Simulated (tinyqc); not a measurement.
Defect-molecule model of a vacancy with Jahn-Teller distortion: sweeps and comparisons. A value that a table varies takes the place of the one given here.

Four dangling hybrids a, b, c, d point into the vacancy: H_ii = E0, and -gm between any two. A tetragonal distortion Q pairs a with b and c with d: those two couplings become -gm - I Q and the other four -gm + I Q/2, at an elastic cost k Q^2/2. The a1 level holds two electrons; charge states 2+, + and 0 put n = 0, 1, 2 more into the lowest level of t2 origin. Energy from the 2+ state at Q = 0, with the Fermi level mu counted from Ev: W_n(Q) = n (et - 2 I Q) + k Q^2/2 + Uc n (n - 1)/2 - n mu. et = E0 + gm is the undistorted t2 level.

Constants: kB = 8.617333262e-05 eV/K.

Parameters, chosen for this exercise (of the size used for the vacancy in silicon; not measured data):
```
symbol  value  unit           meaning
E0      0.07   eV             level of a dangling hybrid, from Ev
gm      0.4    eV             coupling between two dangling hybrids
I       1.25   eV/angstrom    Jahn-Teller coupling
k       13.4   eV/angstrom^2  force constant of the mode
Uc      0.36   eV             repulsion of two electrons in one orbital
T       300    K              temperature
mu1     0.06   eV             first Fermi level
```

## Occupation against the Fermi level

Weights g_n exp(-W_n/kT) with W_n = n et - n^2 E_JT + Uc n (n - 1)/2 - n mu, E_JT = 2 I^2/k, degeneracies 1, 6 (spin and three axes) and 3; mu = mu1 + 0.03 j eV.

Shares:
```
mu (eV)      2+       +       0  mean charge
0.06     0.9934  0.0064  0.0002       1.9932
0.09     0.9778  0.0201  0.0021       1.9757
0.12     0.9196  0.0602  0.0202       1.8995
0.15     0.6982  0.1459  0.1559       1.5423
0.18     0.2538  0.1692  0.5770       0.6767
0.21     0.0380  0.0810  0.8810       0.1571
0.24     0.0041  0.0279  0.9680       0.0361
0.27     0.0004  0.0089  0.9906       0.0098
0.30     0.0000  0.0028  0.9971       0.0029
```

What does this show?

U_eff = Uc - 2 E_JT = -0.106 eV and kT = 25.9 meV. The + state reaches at most 16.9 % on these rows, at mu = 0.18 eV. The mean charge goes from 1.99 to 0.00.

## When U turns negative

The force constant is varied. E_JT = 2 I^2/k, E(2+/+) = et - E_JT, E(+/0) = et - 3 E_JT + Uc, U_eff = Uc - 2 E_JT.

Against k:
```
k (eV/angstrom^2)  E_JT (eV)  (2+/+) (eV)  (+/0) (eV)  U_eff (eV)  Q of the neutral state (angstrom)
8                     0.3906       0.0794     -0.3419     -0.4213                             0.6250
12                    0.2604       0.2096      0.0488     -0.1608                             0.4167
16                    0.1953       0.2747      0.2441     -0.0306                             0.3125
24                    0.1302       0.3398      0.4394      0.0996                             0.2083
32                    0.0977       0.3723      0.5370      0.1647                             0.1562
48                    0.0651       0.4049      0.6347      0.2298                             0.1042
64                    0.0488       0.4212      0.6835      0.2623                             0.0781
96                    0.0326       0.4374      0.7323      0.2949                             0.0521
```

k at which U_eff = 0 = 17.36 eV/angstrom^2

How do the results move?

Levels below 0 lie in the valence band. U_eff is negative for k below 4 I^2/Uc = 17.4: 3 of the 8 rows. The gain grows as n^2, so the second electron wins 3 E_JT where the first wins E_JT. For a stiff lattice the levels tend to et = 0.470 and et + Uc = 0.830 eV. Distortions above about 0.5 angstrom (1 of the rows) are beyond a linear coupling.

## What each parameter does

E_JT = 2 I^2/k, E(2+/+) = et - E_JT, E(+/0) = et - 3 E_JT + Uc, U_eff = E(+/0) - E(2+/+); a1 level E0 - 3 gm. Each row changes one parameter from the base and keeps the others.

Results:
```
case                     (2+/+) (eV)  (+/0) (eV)  U_eff (eV)  a1 (eV)
base                          0.2368      0.1304     -0.1064  -1.1300
E0 = 0.12 eV                  0.2868      0.1804     -0.1064  -1.0800
gm = 0.44 eV                  0.2768      0.1704     -0.1064  -1.2500
I = 1.375 eV/angstrom         0.1878     -0.0165     -0.2044  -1.1300
k = 14.74 eV/angstrom^2       0.2580      0.1940     -0.0640  -1.1300
Uc = 0.42 eV                  0.2368      0.1904     -0.0464  -1.1300
```

How do the results move?

The largest shifts from the base row, up to three for each result and ties (the steps differ in size, so this ranks the rows, not the parameters). (2+/+) (eV): E0 +0.0500, I -0.0490, gm +0.0400; unchanged at the printed digits by Uc. (+/0) (eV): I -0.1469, k +0.0636, Uc +0.0600. U_eff (eV): I -0.0979, Uc +0.0600, k +0.0424; unchanged at the printed digits by E0 and gm. a1 (eV): gm -0.1200, E0 +0.0500; unchanged at the printed digits by I, k and Uc. E0 and gm move both levels alike, so U_eff depends on I, k and Uc alone.

Run: tinyqc, `OMP_NUM_THREADS=1 python tinyqc.py 1452338 1452339 out.jsonl`; Intel(R) Xeon(R) Processor @ 2.30GHz, one thread, shared host; about 0.01 s of CPU time with all checks.
